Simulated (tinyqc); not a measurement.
# Double-gate transistor below threshold, two-dimensional Poisson equation on a small mesh: effect of half the body thickness

Half of a symmetric double-gate structure: row 0 is the mid-plane of the body, where the normal field vanishes. Mobile charge is neglected (subthreshold), the body is fully depleted, and potentials are counted from the intrinsic level; rows run upward to the gate, columns from source to drain.

Mesh: rows i = 0..12 in the semiconductor (step hs = tb/12, row 12 on the interface), then 8 step(s) ho = tox/8 up to the gate row 20; columns j = 0..80 (step hy = L/80). Box integration, divided by eps0: up_i = eps hy/h of the interval above row i, dn_i = that of the interval below (0 for row 0), lat_i = (sum of eps h/2 over the intervals above and below)/hy, s_i = -q Na w_i hy/eps0 with w_i the semiconductor height of the box (hs/2 for row 0 and the interface row, hs between, 0 in the insulator). Each free node obeys (up + dn + 2 lat) psi = up psi(above) + dn psi(below) + lat [psi(left) + psi(right)] + s. Fixed values: gate row Vg - Vfb; column 0 at Vbi and the last column at Vbi + Vd in the semiconductor, each running linearly to Vg - Vfb across the insulator. The system is solved directly. On row 0 the minimum of psi and its place come from a parabola through the three lowest nodes; barrier = Vbi - minimum, swing = Vt ln 10/(d psi/dVg), DIBL = (d psi/dVd)/(d psi/dVg) there. Lambda = pi/k with k the smallest positive root of tan(k tox) tan(k tb) = eox/eps_r.

Parameters, values chosen for the exercise; semiconductor permittivity close to that of silicon:
```
symbol,value,unit,meaning
T,300,K,temperature
eps_r,11.9,,relative permittivity of the semiconductor
eox,3.9,,relative permittivity of the insulator
tox,2.3,nm,insulator thickness
L,43,nm,channel length
Na,0,cm^-3,acceptor density of the depleted body
Vbi,0.45,V,potential of the source
Vfb,0.09,V,gate offset
Vg,0.05,V,gate voltage
Vd,0.7,V,drain voltage
```

Constants: q = 1.602176634e-19 C, kB = 1.380649e-23 J/K, Vt = kB T/q, eps0 = 8.8541878128e-14 F/cm where lengths are in cm. Results are converted to the units shown.

Effect of half the body thickness:

| tb (nm) | L/Lambda | barrier (V) | place y/L | swing (mV/decade) | DIBL (mV/V) |
|---|---|---|---|---|---|
| 1.6 | 3.686 | 0.4851 | 0.4616 | 59.95 | 2.063 |
| 2.1 | 3.237 | 0.4800 | 0.4563 | 60.39 | 4.245 |
| 2.8 | 2.799 | 0.4700 | 0.4495 | 61.30 | 8.668 |
| 3.7 | 2.413 | 0.4527 | 0.4414 | 62.91 | 16.53 |
| 4.9 | 2.060 | 0.4242 | 0.4312 | 65.77 | 30.46 |
| 6.4 | 1.759 | 0.3828 | 0.4189 | 70.44 | 52.86 |

As tb goes from 1.6 to 6.4 nm, the barrier falls from 0.485 to 0.383 V, the swing rises from 59.9 to 70.4 mV a decade and DIBL rises from 2.06 to 52.9 mV/V; the ideal swing is 59.5. L/Lambda goes from 3.7 to 1.8. For tb = 1.6 to 2.1 nm the body is under 5 nm thick, where quantum confinement matters.

tinyqc, about 0.1 s, one thread, Intel Xeon 2.30GHz (shared host): `OMP_NUM_THREADS=1 python tinyqc.py 2480066 2480067 out.jsonl`
